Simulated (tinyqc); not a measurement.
Worked calculation: Jacobi rotations on a symmetric matrix. Computed by tinyqc, a small Python program that keeps every step. Settings: method = jacobi. Command: `OMP_NUM_THREADS=1 python tinyqc.py 28370 28371 out.jsonl` (the two numbers bound the seeds that draw the settings). One thread of a shared host (Intel(R) Xeon(R) Processor @ 2.60GHz), about 0.01 s of CPU time with the checks.

## Jacobi rotation 1

A, lower triangle:
```
          1         2         3
1  0.195000
2  0.093000  1.616000
3  0.120000  0.486000  1.959000
```

Take the largest off-diagonal element A_pq; tan 2 theta = 2 A_pq / (A_qq - A_pp) with |theta| <= pi/4; A' = J^T A J with J_pp = J_qq = cos, J_pq = sin, J_qp = -sin.

p, q, theta (rad): 2.000000  3.000000  0.615779

A', lower triangle:
```
          1         2         3
1  0.195000
2  0.006607  1.272128
3  0.151675  0.000000  2.302872
```

## Jacobi rotation 2

As before.

p, q, theta (rad): 1.000000  3.000000  0.071466

A', lower triangle:
```
          1         2         3
1  0.184142
2  0.006590  1.272128
3  0.000000  0.000472  2.313730
```

## All rotations

The off-diagonal norm falls at every rotation.

Rotations:
```
step  p  q      theta  off-diagonal norm
1     2  3   0.615779           2.15e-01
2     1  3   0.071466           9.34e-03
3     1  2   0.006057           6.67e-04
4     2  3   0.000453           4.04e-06
5     1  3  -1.34e-06           1.83e-09
6     1  2   1.19e-09           2.46e-15
```

eigenvalues: 0.184102  1.272168  2.313730
